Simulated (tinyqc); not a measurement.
# Energy and delay of logic against supply voltage, step by step

Program tinyqc, `OMP_NUM_THREADS=1 python tinyqc.py 2082092 2082093 out.jsonl`; Intel Xeon 2.30GHz, shared host, one thread, about 0.01 s. Printed values are rounded.

One expression serves below and above threshold: I(Vg) = Ik [ln(1 + exp((Vg - VT + dd V)/(al nf Vt)))]^al, with I_on = I(V) and I_off = I(0). Gate delay td = kd C V/I_on, clock period LD td. Per gate and cycle the switching energy is act C V^2 and the leakage energy I_off V LD td. No short-circuit current, no variation. Minima are sought above 0.09 V; below a few Vt gates no longer switch and the model has no meaning.

Inputs (values chosen for the exercise); values of the order met in logic technologies:
- T = 378 K (temperature)
- VT = 0.43 V (threshold voltage at zero drain bias)
- nf = 1.29 (slope factor)
- dd = 0.07 (barrier lowering per volt of supply)
- Ik = 0.86 uA (specific current of a gate)
- al = 1.75 (exponent of the current law)
- C = 0.77 fF (load capacitance of a gate)
- kd = 1.2 (delay factor)
- LD = 20 (logic depth)
- act = 0.1 (activity factor)
- V = 0.93 V (supply voltage)

Constants: q = 1.602176634e-19 C, kB = 1.380649e-23 J/K, Vt = kB T/q. Results are converted to the units shown.

## Currents, delay and energies

I_on, I_off, td, clock frequency 1/(LD td), both energies and their sum.

I_on = 30.5071 uA
I_off = 0.144690 nA
td = 28.1678 ps
clock frequency = 1.77507 GHz
switching energy = 66.5973 aJ
leakage energy = 0.0758060 aJ
energy = 66.6731 aJ

I_on/I_off = 2.11e5; leakage makes up 0.114 % of the energy.

## Starting value

V = 0.3 V.

V at the start = 0.3 V

## Iteration 1: new V

Minimum-energy supply: E(V) is the energy per gate and cycle; with h = 0.001 V, E' = (E(V + h) - E(V - h))/(2 h), E'' = (E(V - h) - 2 E(V) + E(V + h))/h^2, V(new) = V - E'/E''.

E' = 23.0141 aJ/V
E'' = 506.964 aJ/V^2
V after iteration 1 = 0.254604 V

## Iteration 2: new V

As before.

E' = -5.66869 aJ/V
E'' = 769.164 aJ/V^2
V after iteration 2 = 0.261974 V

## Course of the iteration

Stop when the step is below 1e-9 V, or after 40 iterations.

Course of the iteration:
```
iteration  V before the step (V)   step (V)
1                            0.3    -0.0454
2                       0.254604    7.37e-3
3                       0.261974    2.40e-4
4                       0.262214    2.52e-7
5                       0.262214  -3.17e-13
```

Converged in 5 iterations. There leakage makes up 34.2 % of the energy and the clock runs at 4.54 MHz.
